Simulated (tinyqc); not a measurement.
Hot electrons in a saturated n-channel MOSFET, lucky-electron model: effect of the drain voltage.

Beyond pinch-off the lateral field grows as Esat cosh(y/l) over the velocity-saturated region (pseudo-two-dimensional model). Impact ionisation in this region gives the substrate current, which biases the body forward through Rsub. Currents are per width. Local-field laws: they overstate ionisation when the field peak is narrower than an energy relaxation length.

Cox = 3.9 eps0/tox, l = sqrt(3 tox xj), Esat = 2 vs/mu. Overdrive g = Vg - VT + kb Vb; Vdsat = g Esat L/(g + Esat L); Id = Cox vs (g - Vdsat); dV = Vd - Id Rd - Vdsat; Em = sqrt((dV/l)^2 + Esat^2); Isub = Id (Ai/Bi) l Em exp(-Bi/Em). Vb = Rsub Isub is solved self-consistently. Lifetime tau = (Hl/Id)(Isub/Id)^(-m); 1 year = 3.15576e7 s.

Inputs (values chosen for the exercise); values close to those of silicon n-channel devices:
- L = 0.5 um (channel length)
- tox = 11 nm (oxide thickness)
- xj = 210 nm (junction depth)
- VT = 0.61 V (threshold)
- mu = 300 cm^2/(V s) (effective mobility)
- vs = 1e7 cm/s (saturation velocity)
- Ai = 2e6 1/cm (ionisation prefactor)
- Bi = 1.73 MV/cm (ionisation field)
- Rd = 200 ohm um (resistance of the lightly doped drain)
- Rsub = 3600 ohm um (substrate resistance)
- kb = 0.25 (fall of VT per volt of forward body bias)
- m = 3 (lifetime exponent)
- Hl = 14000 s uA/um (lifetime constant)
- Vg = 2.6 V (gate voltage)

Constants: eps0 = 8.8541878128e-14 F/cm where lengths are in cm. Results are converted to the units shown.

Effect of the drain voltage:
```
Vd (V)  Id (uA/um)  Em (MV/cm)  Isub (uA/um)   Isub/Id  tau (years)
2.4          233.5      0.1488      0.002980  1.276e-5      9.146e8
2.67         233.5      0.1784       0.02458  1.053e-4      1.628e6
2.94         233.6      0.2088        0.1183  5.066e-4      1.461e4
3.21         233.6      0.2397        0.3960  0.001695        389.9
3.49         233.7      0.2722         1.063  0.004548        20.18
3.76         233.9      0.3037         2.295  0.009809        2.009
4.03         234.3      0.3353         4.343   0.01854       0.2973
4.3          234.8      0.3670         7.439   0.03168      0.05942
```

What does the comparison show?

As Vd goes from 2.4 to 4.3 V, Em rises from 0.149 to 0.367 MV/cm, Isub rises from 0.00298 to 7.44 uA/um and tau falls from 9.15e8 to 0.0594 years. The slope of ln(tau) against 1/Vd is 150 V between the first two rows and 103 V between the last two; ten years are last met at Vd = 3.49 V among the rows. For Vd = 2.4 to 2.94 V tau is a far extrapolation that only says that hot carriers are no limit.

Program tinyqc, `OMP_NUM_THREADS=1 python tinyqc.py 2550058 2550059 out.jsonl`; Intel Xeon 2.30GHz, shared host, one thread, about 0.01 s.
